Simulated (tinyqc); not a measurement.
# AlGaN/GaN HEMT with access regions, lumped model: what changes with what

A polarisation-induced electron sheet under a Schottky gate, in series with two ungated access regions and contacts. Drift law v = mu E/(1 + mu E/vs) under the gate. Currents in mA/mm, resistances in ohm mm. No self-heating, no channel-length modulation; fits for polarisation, barrier and offset are chosen for the exercise.

Parameters, values chosen for the exercise; values close to those of AlGaN/GaN structures:
```
symbol  value        unit                                               meaning
x        0.25                                    aluminium share of the barrier
d          15          nm                                     barrier thickness
eps_r     9.3                      relative permittivity of barrier and channel
mu       1800  cm^2/(V s)                                      channel mobility
vs      1.4e7        cm/s                                   saturation velocity
Lg        0.5          um                                           gate length
Ls        0.5          um                                  source access length
Ld          2          um                                   drain access length
Rc       0.35      ohm mm                            resistance of each contact
ft          0              share of the drain-access electrons removed by traps
Vg         -1           V                                          gate voltage
Ec        2.7       MV/cm                                        critical field
te       0.19          um          depth over which the depleted charge spreads
ei        3.9                           relative permittivity of that insulator
```

Constants: q = 1.602176634e-19 C, eps0 = 8.8541878128e-14 F/cm where lengths are in cm. Results are converted to the units shown.

Each table varies one quantity; the others keep the values above.

## Field plate: effect of the insulator under the field plate

sigma = (5e13 x + 1.6e13 x^2) cm^-2, phiB = 0.84 + 1.3 x, dEc = 0.7 (1.71 x + x^2) in volts, Cb = eps0 eps_r/d, VT = phiB - dEc - q sigma/Cb, access density n0 = -Cb VT/q. Off state: a depleted stretch that holds the voltage V has the peak field sqrt(k V), k = 2 q n0/(eps0 eps_r te), so one edge holds V1 = Ec^2/k. The sheet under the plate pinches off at Vf = q n0 (1/Cb + tf/(eps0 ei)); beyond it the gate edge is screened. BV = V1 if Vf >= V1, else Vf + V1, and at most Ec Ld.

The same in every row: V1 (V) = 33.32; Ec Ld (V) = 540.0.

Field plate: effect of the insulator under the field plate:

| tf (nm) | Vf (V) | BV (V) |
|---|---|---|
| 6.1 | 6.142 | 39.46 |
| 9.1 | 7.629 | 40.95 |
| 13 | 9.562 | 42.88 |
| 20 | 13.03 | 46.35 |
| 30 | 17.99 | 51.31 |
| 44 | 24.93 | 58.24 |
| 66 | 35.83 | 33.32 |
| 97 | 51.20 | 33.32 |

Read the table: what changes, and by how much?

BV goes from 39.5 through a maximum of 58.2 (at tf = 44 nm among the rows listed) to 33.3 V. The plate helps (Vf < V1) in 6 of the 8 rows, and the access length caps BV in 0. The best thickness makes Vf just under V1, tf = 60.9 nm, where both edges reach Ec together and BV nears 2 V1.

## Effect of the gate length

Access resistance R(L, n) = L/(q mu n sqrt(1 - (I/(q n vs))^2)); Rs = Rc + R(Ls, n0), Rd = Rc + R(Ld, (1 - ft) n0). Vg' = Vg - I Rs, Vd' = Vd - I (Rs + Rd); with u = Vg' - VT, Vc = vs Lg/mu and w the smaller of Vd' and Vc [sqrt(1 + 2 u/Vc) - 1] (0 if negative), the channel gives (mu Cb/Lg)(u w - w^2/2)/(1 + w/Vc). I equals that channel current. Isat is I at Vd = 10 V, gm = dIsat/dVg, Ron the limit of Vd/I at small Vd.

The same in every row: VT (V) = -3.118; n0 (cm^-2) = 1.068e13.

Result of one run:

| Lg (um) | Ron (ohm mm) | Isat (mA/mm) | gm (mS/mm) |
|---|---|---|---|
| 1.7 | 2.324 | 467.7 | 314.5 |

What becomes of these results when the gate length Lg is changed from 1.7 to 0.93 um, all else the same?

Result of the changed run:

| Lg (um) | Ron (ohm mm) | Isat (mA/mm) | gm (mS/mm) |
|---|---|---|---|
| 0.93 | 1.956 | 586.8 | 367.0 |

The whole series:

| Lg (um) | Ron (ohm mm) | Isat (mA/mm) | gm (mS/mm) |
|---|---|---|---|
| 0.05 | 1.535 | 985.3 | 493.7 |
| 0.09 | 1.554 | 933.4 | 480.8 |
| 0.16 | 1.588 | 869.6 | 463.6 |
| 0.29 | 1.650 | 788.6 | 439.5 |
| 0.52 | 1.760 | 693.9 | 407.8 |
| 0.93 | 1.956 | 586.8 | 367.0 |
| 1.7 | 2.324 | 467.7 | 314.5 |
| 3 | 2.945 | 356.4 | 257.5 |

As Lg goes from 0.05 to 3 um, Ron rises from 1.54 to 2.94 ohm mm, Isat falls from 985 to 356 mA/mm and gm falls from 494 to 258 mS/mm. The ceiling Cb vs is 769 mS/mm. For Lg = 0.05 to 0.93 um the power passes 5 W/mm, where self-heating, left out here, lowers the current.

## Effect of the aluminium share of the barrier

Same model as above.

Effect of the aluminium share of the barrier:

| x | VT (V) | n0 (cm^-2) | Ron (ohm mm) | Isat (mA/mm) | gm (mS/mm) |
|---|---|---|---|---|---|
| 0.17 | -1.778 | 6.094e12 | 2.773 | 180.9 | 319.9 |
| 0.22 | -2.608 | 8.935e12 | 1.985 | 488.6 | 387.1 |
| 0.27 | -3.464 | 1.187e13 | 1.636 | 850.7 | 422.3 |
| 0.32 | -4.347 | 1.489e13 | 1.433 | 1250 | 445.0 |
| 0.37 | -5.256 | 1.801e13 | 1.300 | 1680 | 461.4 |
| 0.42 | -6.193 | 2.122e13 | 1.206 | 2136 | 474.0 |

As x goes from 0.17 to 0.42, Ron falls from 2.77 to 1.21 ohm mm, Isat rises from 181 to 2140 mA/mm and gm rises from 320 to 474 mS/mm. VT falls from -1.78 to -6.19 V. For x = 0.27 to 0.42 the power passes 5 W/mm, where self-heating, left out here, lowers the current.

tinyqc, about 0.01 s, one thread, Intel Xeon 2.30GHz (shared host): `OMP_NUM_THREADS=1 python tinyqc.py 2570114 2570115 out.jsonl`
